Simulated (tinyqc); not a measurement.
Surface photovoltage measurement of the minority-carrier diffusion length in a wafer: one step, computed by the program tinyqc.

Low injection, steady light, a depletion layer much thinner than 1/alpha and L. The excess density dn is taken at the front edge of the neutral region; light that reaches the back is lost.

Problem. One wavelength. alpha = (84.732/lambda - 76.417)^2 per cm with lambda in micrometre (an empirical fit for silicon between 0.7 and 1.05 micrometre). Thick wafer: dn = Phi L/((S_f + D/L)(L + 1/alpha)). Finite wafer, with s = S_b L/D, w = W/L, a = alpha L: dn = [Phi a/(a^2 - 1)] [a - B - exp(-alpha W)(a - s)/(cosh w + s sinh w)]/(S_f + B D/L), B = (sinh w + s cosh w)/(cosh w + s sinh w). Photovoltage V = (k_B T/e) ln(1 + dn/n_0). Lifetime = L^2/D.

Inputs (values chosen for the exercise, modelled on p-type silicon at room temperature):

| quantity | value | unit |
|---|---|---|
| diffusion length L | 220 | micrometre |
| wafer thickness W | 625 | micrometre |
| diffusivity D | 25.6 | cm^2/s |
| front recombination velocity S_f | 2000 | cm/s |
| back recombination velocity S_b | 4100 | cm/s |
| photon flux entering | 1.6e+11 | 1/(cm^2 s) |
| minority density at the surface barrier scale n_0 | 2.1e+08 | 1/cm^3 |
| temperature T | 298 | K |
| wavelength | 862 | nm |

Constants: k_B = 8.617333262e-05 eV/K.

Give: alpha; penetration depth 1/alpha; dn, thick wafer; B; dn, finite wafer; photovoltage V; lifetime.

Solution.

alpha = 478.7 1/cm

penetration depth 1/alpha = 20.89 micrometre

dn, thick wafer = 4.619e+07 1/cm^3

B = 1.004

dn, finite wafer = 4.611e+07 1/cm^3

photovoltage V = 5.097 mV

lifetime = 18.90625 microsecond

Caution: dn is not small against n_0, so V is not linear in the flux; the constant-flux reading then needs dn, not V.
